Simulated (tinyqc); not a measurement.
Inside a calculation. Model: surface photovoltage measurement of the minority-carrier diffusion length in a wafer. Computed by tinyqc, a small Python program that keeps every step. Command: `OMP_NUM_THREADS=1 python tinyqc.py 3130098 3130099 out.jsonl spv walk`. One thread of a shared host (Intel(R) Xeon(R) Processor @ 2.30GHz), about 0.01 s of CPU time with the checks. Intermediate numbers are printed to about 6 digits and carried at full precision; extremes and crossings named in words are read from the listed rows.

Low injection, steady light, a depletion layer much thinner than 1/alpha and L. The excess density dn is taken at the front edge of the neutral region; light that reaches the back is lost.

Inputs (values chosen for the exercise, modelled on p-type silicon at room temperature): diffusion length L = 19 micrometre; wafer thickness W = 300 micrometre; diffusivity D = 24.1 cm^2/s; front recombination velocity S_f = 4300 cm/s; back recombination velocity S_b = 62000 cm/s; photon flux entering = 1.3e+12 1/(cm^2 s); minority density at the surface barrier scale n_0 = 1.6e+09 1/cm^3; temperature T = 298 K; wavelength = 929 nm; relative noise of each reading = 1 %; diffusion length after pair splitting over L = 0.95; iron factor C = 1.06e+16 micrometre^2/cm^3.

Constants: k_B = 8.617333262e-05 eV/K.

## One wavelength

alpha = (84.732/lambda - 76.417)^2 per cm with lambda in micrometre (an empirical fit for silicon between 0.7 and 1.05 micrometre). Thick wafer: dn = Phi L/((S_f + D/L)(L + 1/alpha)). Finite wafer, with s = S_b L/D, w = W/L, a = alpha L: dn = [Phi a/(a^2 - 1)] [a - B - exp(-alpha W)(a - s)/(cosh w + s sinh w)]/(S_f + B D/L), B = (sinh w + s cosh w)/(cosh w + s sinh w). Photovoltage V = (k_B T/e) ln(1 + dn/n_0). Lifetime = L^2/D.

alpha = 218.766 1/cm

penetration depth 1/alpha = 45.7109 micrometre

dn, thick wafer = 2.24737e+07 1/cm^3

B = 1

dn, finite wafer = 2.24737e+07 1/cm^3

photovoltage V = 0.358188 mV

lifetime = 0.149793 microsecond

## The linear plot

normal deviates g for the noise: [-2.61, 1.14, 0.47, 1.23, 1.02, -0.99, -0.41]

Readings y = (Phi/dn) (1 + noise x g) at 780, 830, 880, 920, 950, 975 and 995 nm; a least-squares line y = c (1/alpha + L_app) gives L_app = intercept/slope.

Readings:
```
lambda (nm)  1/alpha (micrometre)  y (cm/s)  line (cm/s)
780                         9.636     24930        25823
830                        15.176     30898        30742
880                        25.330     39813        39757
920                        40.658     53984        53367
950                        61.278     72493        71676
975                        90.917     97283        97992
995                       130.888    133436       133481
```

slope = 887.893 cm/(s micrometre)

apparent length L_app = 19.4473 micrometre

error of L_app (rounded to 0.001) = 2.354 %

At W/L = 15.8 the finite thickness shifts L_app by less than 0.05 %. S_f scales all readings alike and leaves L_app unchanged.

## Where the wafer is too thin

No noise; L is varied at fixed W, and the last two columns set S_b to 0 and to 1e7 cm/s.

Apparent length (micrometre):
```
L         W/L  given S_b  S_b = 0  S_b = 1e7
15    20.0000     15.000   15.000     15.000
30    10.0000     29.999   30.000     29.999
60     5.0000     59.730   60.124     59.704
90     3.3333     87.304   91.495     87.127
150    2.0000    128.579  163.544    127.750
240    1.2500    160.535  292.811    158.784
390    0.7692    180.100  510.881    177.593
630    0.4762    189.120  759.673    186.217
1200   0.2500    193.557  993.410    190.447
```

With a fast back surface L_app levels off, at 190 micrometre in the last row; with a passive one it reaches up to 1.31 times L among these rows and is 993 in the last. All three columns are within 5 % of L down to W/L = 3.3.

## Iron from two lengths

Splitting iron-boron pairs in boron-doped silicon shortens L; with nothing else changing, [Fe] = C (1/L_after^2 - 1/L^2). It is evaluated with the true lengths and with the apparent ones (without noise), which differ when the wafer is not thick against L.

L_after = 18.05 micrometre

[Fe] from the true lengths = 3.17217e+12 1/cm^3

[Fe] from the apparent lengths = 3.17216e+12 1/cm^3

bias, apparent over true less 1 (rounded to 0.001) = 0 %

Checks made by the program: dn against a finite-difference solution (relative difference 2e-06).
